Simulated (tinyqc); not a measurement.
What each parameter does: three-band tight binding of a dichalcogenide monolayer.

Basis dz2, dxy, dx2-y2 on a triangular lattice, nearest neighbours; alpha = kx a/2, beta = sqrt3 ky a/2. h0 = e1 + 2 t0 (cos 2alpha + 2 cos alpha cos beta); h1 = -2 sqrt3 t2 sin alpha sin beta + 2i t1 (sin 2alpha + sin alpha cos beta); h2 = 2 t2 (cos 2alpha - cos alpha cos beta) + 2i sqrt3 t1 cos alpha sin beta; h11 = e2 + 2 t11 cos 2alpha + (t11 + 3 t22) cos alpha cos beta; h22 = e2 + 2 t22 cos 2alpha + (3 t11 + t22) cos alpha cos beta; h12 = sqrt3 (t22 - t11) sin alpha sin beta + 4i t12 sin alpha (cos alpha - cos beta) + i lam sz. H = [[h0, h1, h2], [., h11, h12], [., ., h22]], Hermitian; the lowest band of each spin is filled. K = (4 pi/3a, 0), M = (pi/a, pi/(sqrt3 a)).

Constants: hbar^2/2m0 = 3.80998211 eV angstrom^2.

Parameters, chosen for this exercise (near a published set for monolayer MoSe2; shifted at random, so the results belong to these values and not to a real crystal):
```
symbol  value   unit      meaning
a       3.318   angstrom  lattice constant
e1      0.917   eV        level of dz2
e2      2.077   eV        level of dxy and dx2-y2
t0      -0.188  eV        hopping
t1      0.318   eV        hopping
t2      0.451   eV        hopping
t11     0.214   eV        hopping
t12     0.291   eV        hopping
t22     0.13    eV        hopping
lam     0.091   eV        spin-orbit constant
```

Spin up: gap at K, Ev(K) - Ev(Gamma), and masses at K by central differences along kx with step 0.002 1/angstrom, c = hbar^2/2m0.

Results for these values:
```
case  gap at K (eV)  K - Gamma (eV)  m_c (m0)  m_v (m0)
base         1.3411          0.3509     0.486     0.678
```

What happens to each result for e1 = 0.947 eV, all else kept?

Answer: gap at K rises from 1.3411 to 1.3711; K - Gamma falls from 0.3509 to 0.3209; m_c rises from 0.486 to 0.504; m_v rises from 0.678 to 0.709.

The same for each parameter in turn:
```
case            gap at K (eV)  K - Gamma (eV)  m_c (m0)  m_v (m0)
base                   1.3411          0.3509     0.486     0.678
e1 = 0.947 eV          1.3711          0.3209     0.504     0.709
e2 = 2.047 eV          1.3711          0.3209     0.504     0.709
t11 = 0.184 eV         1.2961          0.3959     0.460     0.624
t1 = 0.288 eV          1.3411          0.3509     0.544     0.759
t22 = 0.1 eV           1.2961          0.3959     0.460     0.617
lam = 0.061 eV         1.3711          0.3209     0.500     0.709
```

t1 couples dz2 to the other orbitals and vanishes at K and Gamma, so only the masses feel it.

Run: tinyqc, `OMP_NUM_THREADS=1 python tinyqc.py 1480580 1480581 out.jsonl`; Intel(R) Xeon(R) Processor @ 2.30GHz, one thread, shared host; about 0.02 s of CPU time with all checks.
